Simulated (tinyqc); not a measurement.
Piezoresistors in the (001) plane of a cubic crystal: two steps of the calculation.

Plane stress in crystal axes x = [100], y = [010]. First-order piezoresistance: d rho_xx/rho = p11 sxx + p12 syy, d rho_yy/rho = p12 sxx + p11 syy, d rho_xy/rho = p44 sxy; a resistor along d = (cos th, sin th) changes by dR/R = d.(d rho/rho).d. Changes of geometry and second-order terms are left out.

Inputs (values chosen for the exercise); coefficients close to those of lightly doped n-type silicon:

| symbol | value | unit | meaning |
|---|---|---|---|
| p11 | -101 | x 1e-11/Pa | piezoresistive coefficient |
| p12 | 56.8 | x 1e-11/Pa | piezoresistive coefficient |
| p44 | -12.8 | x 1e-11/Pa | piezoresistive coefficient |
| th | 30 | deg | angle of the current from [100] |
| Sx | -140 | MPa | stress sxx |
| Sy | 179 | MPa | stress syy |
| St | -80 | MPa | shear stress sxy |
| Vb | 1.2 | V | bridge supply |

Question 1. Change of the resistivity tensor. As in the introduction.

Find: d rho/rho.

Answer 1.

d rho/rho (%):

|  | x | y |
|---|---|---|
| x | 24.31 | 1.02 |
| y | 1.02 | -26.03 |

Question 2. Resistors at th and th + 90 degrees, and the bridge. dR/R = d.(d rho/rho).d. A full bridge with two resistors of each kind in opposite arms gives Vout = Vb (a - b)/(2 + a + b), a and b the two dR/R.

d rho/rho (%):

|  | x | y |
|---|---|---|
| x | 24.307200 | 1.024000 |
| y | 1.024000 | -26.031000 |

Wanted: dR/R at th; dR/R at th + 90; Vout.

Answer 2.

dR/R at th = 12.61 %
dR/R at th + 90 = -14.33 %
Vout = 163.1 mV

Computed by the program tinyqc: `OMP_NUM_THREADS=1 python tinyqc.py 2530059 2530060 out.jsonl`, one thread of a shared Intel Xeon 2.30GHz, about 0.01 s for the whole run.
